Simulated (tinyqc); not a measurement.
Chemical shift by three methods: effective-mass impurity with a central-cell term, in a basis of Slater functions. Computed by tinyqc, a small Python program. Command: `OMP_NUM_THREADS=1 python tinyqc.py 3001207 3001208 out.jsonl centralcell walk`. One thread of a shared host (Intel(R) Xeon(R) Processor @ 2.30GHz), about 0.01 s of CPU time with the checks.

The envelope obeys H = -nabla^2 - (2/r) [Z + A exp(-kappa r)] in effective units, with kappa = a*/lambda; positive A deepens the well near the core.

Inputs (values chosen for the exercise, with screening close to that of InAs):

| quantity | value | unit |
|---|---|---|
| effective mass m | 0.201 | m_0 |
| dielectric constant eps | 14.7 | - |
| charge Z of the core | 2 | - |
| central-cell strength A | 15 | - |
| central-cell range lambda | 1 | angstrom |

Impurity: acceptor, one isotropic band.

Constants: Ry = 13.605693123 eV; a_0 = 0.529177210903 angstrom.

Method:
- Units: Ry* = Ry m/eps^2 and a* = a_0 eps/m, with m in m_0.
- kappa = a*/lambda; the hydrogenic ground state is bound by Z^2 Ry*.
- For s functions exp(-zeta r), with s = zeta_i + zeta_j: S = 2/s^3, T = zeta_i zeta_j S, V = -2 Z/s^2, W = -2 A/(s + kappa)^2; each function is normalised by dividing by sqrt(S_ii S_jj).
- Large basis: zeta_i = 0.06 x 1.6^(i-1), i = 1..22, same formulas; for p functions r exp(-zeta r): S = 24/s^5, T = zeta_i zeta_j S (centrifugal term included), V = -12 Z/s^4, W = -12 A/(s + kappa)^4; overlap eigenvalues below 1e-11 are dropped.
- First order: shift = 8 A Z^3/(2 Z + kappa)^2 Ry*. One exponent: minimise zeta^2 - 2 Z zeta - 8 A zeta^3/(2 zeta + kappa)^2 by golden section on 0.2 to 6 Z. All shifts are the binding beyond Z^2 Ry*.

kappa = 38.7010 1/a*

Ry* = 12.6556 meV

hydrogenic binding energy = 50.6223 meV

Shift of the 1s binding energy (meV):

| A | first order | one exponent | large basis |
|---|---|---|---|
| -15.00 | -6.6631 | -5.344 | -4.284 |
| -7.50 | -3.3316 | -2.958 | -2.601 |
| 1.50 | 0.6663 | 0.684 | 0.706 |
| 3.75 | 1.6658 | 1.784 | 1.943 |
| 7.50 | 3.3316 | 3.851 | 4.669 |
| 15.00 | 6.6631 | 9.300 | 15.547 |
| 18.80 | 8.3511 | 13.206 | 28.508 |

What follows from these numbers?

The three columns are ordered, first order <= one exponent <= large basis, since each is a variational bound with more freedom. At the largest attractive A first order gives 29 % and one exponent 46 % of the shift; at the most repulsive A the true shift is -4.284 meV against -6.663. Attraction pulls the envelope in and feeds itself, repulsion pushes it out and saturates.

Extremes, crossings and ranges named in words are read from the listed rows.
